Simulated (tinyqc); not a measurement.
From barrier height back to Hamaker constant A: a particle near a wafer in liquid: double-layer and van der Waals forces (DLVO), deposition barrier and removal. Computed by tinyqc, a small Python program. Command: `OMP_NUM_THREADS=1 python tinyqc.py 3111191 3111192 out.jsonl dlvo inv`. One thread of a shared host (Intel(R) Xeon(R) Processor @ 2.30GHz), about 0.01 s of CPU time with the checks.

Sphere and flat wall, Derjaguin approximation, constant potentials in the linear-superposition form, no retardation and no hydration force.

Inputs (values chosen for the exercise, of the order of those for silica on silica in water):

| quantity | value | unit |
|---|---|---|
| particle radius R | 50 | nm |
| potential of the particle psi_1 | -14 | mV |
| potential of the wafer psi_2 | -41 | mV |
| salt concentration c | 0.1 | mol/L |
| valence z of the symmetric salt | 1 | - |
| temperature T | 298 | K |
| dielectric constant of the liquid | 78.4 | - |

Constants: e = 1.602176634e-19 C; N_A = 6.02214076e+23 1/mol; eps_0 = 8.8541878128e-12 F/m; k_B = 1.380649e-23 J/K; k_B = 8.617333262e-05 eV/K.

Method:
- kappa^2 = 2 z^2 e^2 N_A (1000 c)/(eps eps_0 k_B T); gamma_i = tanh(z e psi_i/(4 k_B T)); Z = 64 pi eps eps_0 (k_B T/(z e))^2 gamma_1 gamma_2.
- U(h) = Z R exp(-kappa h) - A R/(6 h); F(h) = -dU/dh = kappa Z R exp(-kappa h) - A R/(6 h^2), positive for repulsion.
- F = 0 reads x^2 exp(-x) = y with x = kappa h and y = A kappa/(6 Z); the left side peaks at x = 2 with 4/e^2 = 0.5413, so roots exist for smaller y: x < 2 is the barrier, x > 2 the secondary minimum.

Question. A run gave the result below. Find the Hamaker constant A, known to lie between 2.8e-21 and 6.7e-21 J.

barrier height = 13.64335 k_B T

Answer.

Each step takes the trial c = (a f_b - b f_a)/(f_b - f_a), f being the result less the target and a, b, c the logarithms of the listed values; c replaces end b, the old b replaces a if the sign of f changed, and otherwise f_a is halved.

Scan of the range:

| Hamaker constant A (J) | barrier height (k_B T) |
|---|---|
| 2.80e-21 | 23.7714 |
| 3.24e-21 | 21.4978 |
| 3.75e-21 | 19.0963 |
| 4.33e-21 | 16.6119 |
| 5.01e-21 | 13.9703 |
| 5.79e-21 | 11.2332 |
| 6.70e-21 | 8.3622 |

False position (Illinois rule, in the logarithm of the input) inside the bracket:

| step | end a | end b | trial | barrier height (k_B T) |
|---|---|---|---|---|
| 1 | 5.01000e-21 | 5.79000e-21 | 5.09736e-21 | 13.6493 |
| 2 | 5.79000e-21 | 5.09736e-21 | 5.09897e-21 | 13.6435 |
| 3 | 5.79000e-21 | 5.09897e-21 | 5.09903e-21 | 13.6432 |
| 4 | 5.09897e-21 | 5.09903e-21 | 5.09900e-21 | 13.6433 |

Barrier height falls at every point of a 13-point scan of the range (every second point is shown), so one value fits; it is bracketed by 5.01e-21 and 5.79e-21. Answer: Hamaker constant A = 5.099e-21 J.
